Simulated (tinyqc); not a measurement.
Rapid thermal processing of a wafer: radiative balance, ramp and cooling, pattern effects, pyrometer error and spike budget: one step, computed by the program tinyqc. Command: `OMP_NUM_THREADS=1 python tinyqc.py 3114332 3114333 out.jsonl rtp walk`. One thread of a shared host (Intel(R) Xeon(R) Processor @ 2.30GHz), about 0.04 s of CPU time with the checks.

The wafer is opaque and uniform through its thickness unless said otherwise; temperatures in formulas are in kelvin (C + 273.15). sigma = 5.670374419e-12 W/(cm^2 K^4).

Task: Pattern effect. At steady state a sinusoidal change of absorbed power of relative amplitude a and period p gives the temperature amplitude a q/(dq/dT + k d (2 pi/p)^2); healing length l = sqrt(k d/(dq/dT)); process change = E_a dT/(k_B T^2). Emissivity is taken as unchanged.

Inputs (values chosen for the exercise, modelled on a hot silicon wafer):
```
quantity,value,unit
wafer thickness d,625,micrometre
thermal conductivity k,0.23,W/(cm K)
wall temperature T_w,300,K
process temperature,652,C
relative change of absorptivity over a pattern,1.8,%
period of the pattern,1.4,mm
activation energy of the process E_a,4,eV
```

dq/dT = 21.29489 mW/(cm^2 K)

holding power q = 6.456463 W/cm^2

Constants: k_B = 8.617333262e-05 eV/K.

Give: healing length l; amplitude without lateral conduction; amplitude; change of the process rate.

Result:

healing length l = 8.2161 mm

amplitude without lateral conduction = 5.4575 K

amplitude = 0.0040108 K

change of the process rate = 0.021752 %

Lateral conduction cuts the amplitude to 0.073 %, since p/(2 pi l) = 0.027.
